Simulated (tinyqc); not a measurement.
Inside a calculation: Wannier exciton and Elliott formula. Values are carried at full precision from step to step, so a last printed digit may differ when a step is redone from the rounded ones.

Constants: Ry = 13.60569312 eV; a0 (Bohr radius) = 0.5291772105 angstrom; hbar^2/2m0 = 3.80998211 eV angstrom^2; kB = 8.617333262e-05 eV/K; e/hbar = 1.519267448e-05 1/(T angstrom^2); muB = 5.788381798e-05 eV/T.

Values chosen for the exercise (near those of InGaAs; not measured data):
```
symbol  value    unit         meaning
me      0.039    m0           electron mass
mh      0.096    m0           hole mass
eps     13.9                  dielectric constant
Eg      0.815    eV           gap
N       0.00033  x 1e16/cm^3  density of pairs
T       20       K            temperature
B       0.17     T            magnetic field
```

## Exciton units

1/mu = 1/me + 1/mh, Ry* = Ry mu/eps^2, a* = a0 eps/mu.

mu = 0.02773 m0
Ry* = 1.953 meV
a* = 265.22 angstrom

## Hydrogen-like series

Binding Ry*/n^2 in three dimensions and Ry*/(n - 1/2)^2 in two; strengths relative to n = 1 go as 1/n^3 and (1/2)^3/(n - 1/2)^3. Lines at Eg less the binding.

Series:
```
n  3D binding (meV)  3D line (eV)  3D strength  2D binding (meV)  2D line (eV)  2D strength
1              1.95        0.8130       1.0000              7.81        0.8072       1.0000
2              0.49        0.8145       0.1250              0.87        0.8141       0.0370
3              0.22        0.8148       0.0370              0.31        0.8147       0.0080
4              0.12        0.8149       0.0156              0.16        0.8148       0.0029
```

## Free pairs and excitons

Saha balance n^2/n_x = K = (mu kB T/(4 pi c))^(3/2) exp(-Ry*/kB T) with n + n_x = N, 1s excitons only, equal spin counts for excitons and free pairs; free share f = 2/(1 + sqrt(1 + 4N/K)); c = hbar^2/2m0, Ry* = Ry mu/eps^2, 1/mu = 1/me + 1/mh, 1/angstrom^3 = 1e24/cm^3.

Give K and f.

K = 0.03212 x 1e16/cm^3
free share = 0.9899

N a*^3 = 6.2e-05, below the Mott range of about 0.01 to 0.02.

## Diamagnetic shift

For the 1s state dE = (e B)^2 <x^2 + y^2>/(8 mu m0) = c ((e/hbar) B)^2 a*^2/(2 mu), c = hbar^2/2m0; it holds while gamma = muB B/(mu Ry*) is small.

dE = 0.03223 meV
gamma = 0.182

gamma is moderate, so the quadratic form is some per cent too high.

## Checks

- 1s binding from the radial equation by finite differences against Ry*, meV: both 1.95.

Run: tinyqc, `OMP_NUM_THREADS=1 python tinyqc.py 1251254 1251255 out.jsonl`; Intel(R) Xeon(R) Processor @ 2.30GHz, one thread, shared host; about 0.01 s of CPU time with all checks.
